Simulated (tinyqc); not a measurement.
ROHF in the 6-311g basis, for H2-, spin multiplicity 2, step by step (part 2 of 2). The basis has no diffuse functions, so it cannot describe the extra electron: this is an exercise in the method, not the real anion. Computed by tinyqc, a small Python program that keeps every step (integrals from PySCF). Command: `OMP_NUM_THREADS=1 python tinyqc.py 26850 26851 out.jsonl` (the two numbers bound the seeds that draw the settings). One thread of a shared host (Intel(R) Xeon(R) Processor @ 2.60GHz), about 0.09 s of CPU time with the checks.

Geometry (angstrom):
```
atom        x        y        z
H     0.00000  0.00000  0.00000
H     0.00000  0.00000  0.84200
```

## Iteration 11 (converged): orbitals

converged F (hartree), order 1H 1s, 1H 2s, 1H 3s, 2H 1s, 2H 2s, 2H 3s:
```
[[0.95756, -0.18480, -0.34035, -0.36342, -0.32049, -0.31001],
 [-0.18480, -0.03995, -0.16133, -0.32049, -0.23253, -0.19931],
 [-0.34035, -0.16133, -0.01370, -0.31001, -0.19931, -0.05242],
 [-0.36342, -0.32049, -0.31001, 0.95756, -0.18480, -0.34035],
 [-0.32049, -0.23253, -0.19931, -0.18480, -0.03995, -0.16133],
 [-0.31001, -0.19931, -0.05242, -0.34035, -0.16133, -0.01370]]
```

X, order 1H 1s, 1H 2s, 1H 3s, 2H 1s, 2H 2s, 2H 3s:
```
[[0.60350, -0.95094, -0.69809, 0.59631, 0.61117, 0.15563],
 [-2.05705, 1.45008, 1.00771, 0.10115, 0.33161, 0.23396],
 [2.90661, -0.83086, 0.85812, -0.50595, 0.10779, 0.23020],
 [-0.60350, -0.95094, 0.69809, 0.59631, -0.61117, 0.15563],
 [2.05705, 1.45008, -1.00771, 0.10115, -0.33161, 0.23396],
 [-2.90661, -0.83086, -0.85812, -0.50595, -0.10779, 0.23020]]
```

Diagonalise F' = X^T F X, C = X C', fill 2 alpha and 1 beta electrons from the bottom; D(s) = C_occ C_occ^T. Each column has its largest component positive (the first on a tie).

F' = X^T F X (hartree):
```
[[1.45124, 0.00000, -0.98347, 0.00000, 0.39375, 0.00000],
 [0.00000, 2.30709, 0.00000, -0.97756, 0.00000, 0.01369],
 [-0.98347, 0.00000, 1.55789, 0.00000, -0.88443, 0.00000],
 [0.00000, -0.97756, 0.00000, 1.11989, 0.00000, -0.05166],
 [0.39375, 0.00000, -0.88443, 0.00000, 1.13755, 0.00000],
 [0.00000, 0.01369, 0.00000, -0.05166, 0.00000, -0.25255]]
```

orbital energies (hartree): [-0.25478, 0.29508, 0.57159, 0.89344, 2.85761, 2.95817]

coefficients C, order 1H 1s, 1H 2s, 1H 3s, 2H 1s, 2H 2s, 2H 3s:
```
[[0.17134, 0.09314, -0.04522, -0.08345, -1.11924, -1.09975],
 [0.25627, 0.04200, -0.78846, -1.56314, 1.21669, 1.70638],
 [0.19626, 1.89718, 0.85851, 2.09023, -0.47302, -1.10815],
 [0.17134, -0.09314, -0.04522, 0.08345, -1.11924, 1.09975],
 [0.25627, -0.04200, -0.78846, 1.56314, 1.21669, -1.70638],
 [0.19626, -1.89718, 0.85851, -2.09023, -0.47302, 1.10815]]
```

D(alpha) after iteration 11, order 1H 1s, 1H 2s, 1H 3s, 2H 1s, 2H 2s, 2H 3s:
```
[[0.03803, 0.04782, 0.21034, 0.02068, 0.04000, -0.14308],
 [0.04782, 0.06744, 0.12997, 0.04000, 0.06391, -0.02938],
 [0.21034, 0.12997, 3.63781, -0.14308, -0.02938, -3.56078],
 [0.02068, 0.04000, -0.14308, 0.03803, 0.04782, 0.21034],
 [0.04000, 0.06391, -0.02938, 0.04782, 0.06744, 0.12997],
 [-0.14308, -0.02938, -3.56078, 0.21034, 0.12997, 3.63781]]
```

D(beta) after iteration 11, order 1H 1s, 1H 2s, 1H 3s, 2H 1s, 2H 2s, 2H 3s:
```
[[0.02936, 0.04391, 0.03363, 0.02936, 0.04391, 0.03363],
 [0.04391, 0.06567, 0.05030, 0.04391, 0.06567, 0.05030],
 [0.03363, 0.05030, 0.03852, 0.03363, 0.05030, 0.03852],
 [0.02936, 0.04391, 0.03363, 0.02936, 0.04391, 0.03363],
 [0.04391, 0.06567, 0.05030, 0.04391, 0.06567, 0.05030],
 [0.03363, 0.05030, 0.03852, 0.03363, 0.05030, 0.03852]]
```

## Convergence

Stop when the energy changes by less than 1e-08 hartree and every element of the error matrix X^T (F D S - S D F) X is below 3e-05.

Course of the cycle:
```
iteration  E (hartree)     change  largest element of the error matrix
1           -1.0865589          -                             3.17e-01
2           -0.5666994   5.20e-01                             1.32e-01
3           -0.9423578  -3.76e-01                             2.30e-01
4           -0.9732399  -3.09e-02                             2.71e-02
5           -0.9739657  -7.26e-04                             6.58e-03
6           -0.9740508  -8.51e-05                             2.37e-03
7           -0.9740631  -1.23e-05                             9.14e-04
8           -0.9740649  -1.80e-06                             3.52e-04
9           -0.9740652  -2.65e-07                             1.36e-04
10          -0.9740652  -3.90e-08                             5.20e-05
11          -0.9740652  -5.73e-09                             2.00e-05
```

PySCF ROHF in the same basis = -0.9740652 hartree

Converged in 11 iterations.

## Populations, bond orders and dipole

overlap S, order 1H 1s, 1H 2s, 1H 3s, 2H 1s, 2H 2s, 2H 3s:
```
[[1.00000, 0.70638, 0.37366, 0.18845, 0.36680, 0.29388],
 [0.70638, 1.00000, 0.78896, 0.36680, 0.66201, 0.64740],
 [0.37366, 0.78896, 1.00000, 0.29388, 0.64740, 0.87804],
 [0.18845, 0.36680, 0.29388, 1.00000, 0.70638, 0.37366],
 [0.36680, 0.66201, 0.64740, 0.70638, 1.00000, 0.78896],
 [0.29388, 0.64740, 0.87804, 0.37366, 0.78896, 1.00000]]
```

Mulliken: Z minus the diagonal of D S on the atom; Loewdin: the same with S^(1/2) D S^(1/2); Mayer order: 2 sum_s sum (D(s) S)_ij (D(s) S)_ji over the two atoms.

Charges (e):
```
atom  Mulliken   Loewdin  Mulliken spin
1H    -0.50000  -0.50000        0.50000
2H    -0.50000  -0.50000        0.50000
```

Mayer bond orders:
```
pair    order
2-1   0.33845
```

dipole moment about the origin, x y z (debye): [0.00000, 0.00000, -2.02215]
